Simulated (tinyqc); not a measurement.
## Bandgap voltage reference from two bipolar transistors: effect of the output resistor at T0

Two transistors of area 1 and N carry the same current I. Is(T) = Is (T/T0)^eta exp[(Vg0 q/kB)(1/T0 - 1/T)], VBE1 = Vt ln(I/Is(T)) + I rb, VBE2 = Vt ln(I/(N Is(T))) + I rb/N. The amplifier forces I R1(T) = VBE1 - VBE2 + Vos, with R(T) = R (1 + tc (T - T0)) for both resistors, and the output is Vref = VBE1 + I R2(T). Base currents and the Early effect are neglected.

Vt = kB T/q; I = (Vt ln N + Vos)/(R1(T) - rb (1 - 1/N)). Box coefficient: span of Vref between 233 and 398 K over its average over T and over 165 K. The last column is the R2 that gives zero slope at T0.

Parameters, values chosen for the exercise; values of the order met in silicon bipolar transistors: reference temperature T0 = 300 K; band-gap voltage extrapolated to 0 K Vg0 = 1.141 V; temperature exponent of the saturation current eta = 3.8; saturation current of the unit transistor at T0 Is = 3.6e-18 A; area ratio of the second transistor N = 8; resistor across which the difference of VBE falls, at T0 R1 = 28 kohm; temperature coefficient of both resistors tc = 0 ppm/K; offset of the amplifier Vos = 0 mV; series resistance of the unit transistor rb = 0 ohm.

Constants: q = 1.602176634e-19 C, kB = 1.380649e-23 J/K. Results are converted to the units shown.

Results:
```
R2 (kohm)  I at T0 (uA)  Vref at T0 (V)  slope at T0 (uV/K)  box coefficient (ppm/K)  R2 for zero slope (kohm)
246.9             1.920           1.172              -137.6                    125.7                     268.4
255               1.920           1.188              -85.80                    80.27                     268.4
263               1.920           1.203              -34.61                    38.34                     268.4
268.4             1.920           1.213            -0.04722                    17.52                     268.4
281.8             1.920           1.239               85.71                    61.61                     268.4
289.9             1.920           1.255               137.5                    102.1                     268.4
```

Estimate the missing row, R2 = 273.8 kohm.

Computed row:
```
R2 (kohm)  I at T0 (uA)  Vref at T0 (V)  slope at T0 (uV/K)  box coefficient (ppm/K)  R2 for zero slope (kohm)
273.8             1.920           1.224               34.51                    25.00                     268.4
```

With this row back in the table: As R2 goes from 246.9 to 289.9, Vref rises from 1.172 to 1.255 V and the box coefficient goes from 126 through a minimum of 17.5 (at R2 = 268.4 among the rows listed) to 102 ppm/K. One per cent in R2 moves the slope by 17.2 uV/K.

Numbers from tinyqc (`OMP_NUM_THREADS=1 python tinyqc.py 2062144 2062145 out.jsonl`; about 0.02 s on one thread of a shared Intel Xeon 2.30GHz).
